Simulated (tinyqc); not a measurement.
Equal gaps, different models: fitting sp3s* parameters to three gaps by Newton steps.

sp3s* tight binding, nearest neighbours only: anion (a) at 0, cation (c) at a/4 (1,1,1), orbitals s, px, py, pz, s* on each; k in units of 2 pi/a. With phases e_j = exp(i (pi/2) k.n_j) for n = (1,1,1), (1,-1,-1), (-1,1,-1), (-1,-1,1): g0 = (e1+e2+e3+e4)/4, g1 = (e1+e2-e3-e4)/4, g2 = (e1-e2+e3-e4)/4, g3 = (e1-e2-e3+e4)/4. The diagonal holds the levels Esa, Epa, Exa (s*) and Esc, Epc, Exc. Anion-cation block: <sa|sc> = Vss g0; <sa|xc> = Vsapc g1; <xa|sc> = -Vscpa g1; <xa|xc> = Vxx g0; <xa|yc> = <ya|xc> = Vxy g3, <xa|zc> = <za|xc> = Vxy g2, <ya|zc> = <za|yc> = Vxy g1; <s*a|xc> = Vxapc g1; <xa|s*c> = -Vpaxc g1; y and z take g2 and g3 in place of g1; s-s* and s*-s* vanish.

Gaps are level 5 at Gamma, X = (1,0,0) and L = (1/2,1/2,1/2) less level 4 at Gamma; no spin-orbit coupling. Free parameters: Esc, Vsapc and Exc. H is linear in them, so by Hellmann-Feynman J_ij = <u|dH/dp_j|u> for level 5 at point i less the same for level 4 at Gamma. Newton: p(new) = p + J^-1 (target - gaps); stop when all misses are below 1e-7 eV.

Constants: hbar^2/2m0 = 3.80998211 eV angstrom^2.

Values chosen for the exercise (out of a larger set: near a published set for GaAs, fitted to gaps, whose masses and valley positions are rough; not measured data):
- p = (-8.267, 1.03, -2.649, 3.658, 8.567, 6.817, -6.478, 1.938, 5.066, 4.516, 5.717, 4.857, 4.771) eV (start, order Esa, Epa, Esc, Epc, Exa, Exc, Vss, Vxx, Vxy, Vsapc, Vscpa, Vxapc, Vpaxc)
- tg = (1.4438, 2.0774, 1.6322) eV (target gaps at Gamma, X, L)
- a = 5.652 angstrom (lattice constant)

The same three targets are met with other triples of free parameters (those for which Newton converges within 3 eV of the start). Not fitted: level 5 at K = (3/4,3/4,0) above Ev, the spacing of levels 6 and 5 at X, the depth of level 2 at X below Ev, the valence width at Gamma, and the mass c q^2/(E(q) - E(0)) of level 5 along [100], q = 0.002 (2 pi/a), c = hbar^2/2m0.

Unfitted results:
```
free parameters    largest change (eV)  K (eV)  X spacing (eV)  level 2 at X (eV)  valence width (eV)  mass (m0)
start                            0.000   1.983           0.356              7.422              12.521     0.1261
Vss, Vxapc, Vpaxc                0.286   1.971           0.129              7.500              12.365     0.1108
Esc, Vxapc, Vpaxc                0.225   1.998           0.262              7.534              12.590     0.1121
Vss, Vsapc, Vpaxc                0.402   1.951           0.058              7.533              12.365     0.1096
Esa, Vxapc, Vscpa                0.534   1.999           0.269              7.370              12.898     0.1125
Vss, Exa, Exc                    0.560   1.968           0.109              7.448              12.365     0.1108
Esc, Vsapc, Exc                  0.225   1.983           0.177              7.556              12.590     0.1108
```

What does the comparison show?

All fitted rows have the same three gaps, yet they spread by 48 meV at K, 211 meV in the X spacing, 186 meV in level 2 at X, 534 meV in the valence width and 2.7 % in the mass. The smallest change of parameters, 0.225 eV, is that of Esc, Vxapc, Vpaxc; Esc, Vsapc, Exc. A fit fixes what it was given and leaves the rest to the choice of free parameters.

tinyqc: `OMP_NUM_THREADS=1 python tinyqc.py 1452064 1452065 out.jsonl`; about 0.1 s, one thread, shared Intel(R) Xeon(R) Processor @ 2.30GHz.
